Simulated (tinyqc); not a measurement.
Splitting and spin direction around the circle: two-dimensional electron gas with Rashba and Dresselhaus coupling.

H = c k^2/m + al (ky sx - kx sy) + b1 (kx sx - ky sy) + gam kx ky (kx sy - ky sx), s the Pauli matrices, x = [100], c = hbar^2/2m0, b1 = gam (pi/L)^2 (hard walls). H = c k^2/m + B.s, so E = c k^2/m -/+ |B| and the lower state has its spin along -B.

Constants: hbar^2/2m0 = 3.80998211 eV angstrom^2.

Inputs chosen for the exercise (of the size met in GaAs; shifted at random, so the results belong to these values and not to a real crystal): m = 0.0665 m0 (mass); al = 0.018 eV angstrom (Rashba constant); gam = 9.4 eV angstrom^3 (bulk Dresselhaus constant); L = 146 angstrom (width of the (001) well); n = 5.1 1e11/cm^2 (sheet density (one subband filled)).

At |k| = k0 = sqrt(2 pi n), 1e11/cm^2 = 1e-5/angstrom^2.

Around the circle:
```
phi (deg)  Bx (meV)  By (meV)  splitting (meV)  lower spin (deg)
0.0          0.0779   -0.3222           0.6630             103.6
22.5         0.1880   -0.3099           0.7249             121.2
45.0         0.2639   -0.2639           0.7463             135.0
67.5         0.3099   -0.1880           0.7249             148.8
90.0         0.3222   -0.0779           0.6630             166.4
112.5        0.2855    0.0586           0.5829            -168.4
135.0        0.1918    0.1918           0.5425            -135.0
157.5        0.0586    0.2855           0.5829            -101.6
```

The splitting runs from 0.5425 meV at 135 to 0.7463 meV at 45 degrees. Along [110] it is 2 k |al + b1 - 2 b3| and along [-110] 2 k |al - b1 + 2 b3|, b3 = gam k^2/4. From 0 to 90 degrees the spin turns with k (+63 degrees), the sense of the Rashba term.

(tinyqc, `OMP_NUM_THREADS=1 python tinyqc.py 1450616 1450617 out.jsonl`, Intel(R) Xeon(R) Processor @ 2.30GHz, 1 thread, shared host, about 0.01 s.)
